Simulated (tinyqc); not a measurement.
Comparisons within one model: shallow donor in an anisotropic valley (effective-mass theory). A value that a table varies takes the place of the one given here.

One valley: H = -c [(d2/dx2 + d2/dy2)/mt + (d2/dz2)/ml] - q/(eps r), c = hbar^2/2m0, q = e^2/(4 pi eps0). Trial function exp(-sqrt((x^2 + y^2)/a^2 + z^2/b^2)) with a > b: T = (c/3)(2/(mt a^2) + 1/(ml b^2)), V = -(q/eps) atan(u/b)/u, u = sqrt(a^2 - b^2). The central cell of the impurity is left out.

Constants: hbar^2/2m0 = 3.80998211 eV angstrom^2; e^2/(4 pi eps0) = 14.39964547 eV angstrom; Ry = 13.60569312 eV; a0 (Bohr radius) = 0.5291772105 angstrom.

Inputs chosen for the exercise (near those of GaP; not measured data):
- mt = 0.249 m0 (transverse mass)
- eps = 11.1 (dielectric constant)
- xs = (1.3, 2.1, 2.9, 5.8, 8, 19, 50, 110) (ratios ml/mt)
- ml = 1.989 m0 (longitudinal mass)

## Mass anisotropy

mt and eps fixed, ml varied. Energies in units of Ry*(mt) = Ry mt/eps^2 and lengths in a*(mt) = a0 eps/mt; the last two columns use one mass, 3/(1/ml + 2/mt) or (ml mt^2)^(1/3).

Results:
```
ml/mt   a/a*    b/a  binding  conductivity mass  density-of-states mass
1.30   0.947  0.911    1.089              1.083                   1.091
2.10   0.862  0.768    1.259              1.212                   1.281
2.90   0.813  0.686    1.377              1.279                   1.426
5.80   0.727  0.538    1.635              1.381                   1.797
8.00   0.694  0.481    1.756              1.412                   2.000
19.0   0.623  0.357    2.072              1.462                   2.668
50.0   0.566  0.257    2.397              1.485                   3.684
110    0.532  0.196    2.632              1.493                   4.791
```

How do the results move?

The binding grows from 1.09 to 2.63 Ry*(mt); for ml going to infinity the exact problem becomes two-dimensional, with 4 Ry*. The conductivity mass saturates at 1.5 and underbinds, by 16 % at ml/mt = 5.8; the density-of-states mass errs by +10 % there and by +82 % in the last row. With these mt and eps one unit is 27.50 meV.

## What each parameter does

The minimum of the trial energy. Each row changes one parameter from the base and keeps the others.

Results:
```
case           E (meV)  a (angstrom)  b (angstrom)    b/a
base            -48.26         16.38          7.89  0.482
ml = 1.591 m0   -45.97         16.91          8.80  0.521
mt = 0.274 m0   -52.03         15.09          7.51  0.498
eps = 12.2      -39.95         18.01          8.67  0.482
```

What can be read from the table?

The largest shifts from the base row, up to three for each result and ties (the steps differ in size, so this ranks the rows, not the parameters). E (meV): eps +8.31, mt -3.76, ml +2.30. a (angstrom): eps +1.62, mt -1.29, ml +0.53. b (angstrom): ml +0.91, eps +0.78, mt -0.38. b/a: ml +0.039, mt +0.016; unchanged at the printed digits by eps. eps only rescales the solution (E as 1/eps^2, lengths as eps), so b/a depends on ml/mt alone.

tinyqc: `OMP_NUM_THREADS=1 python tinyqc.py 1251053 1251054 out.jsonl`; about 0.01 s, one thread, shared Intel(R) Xeon(R) Processor @ 2.30GHz.
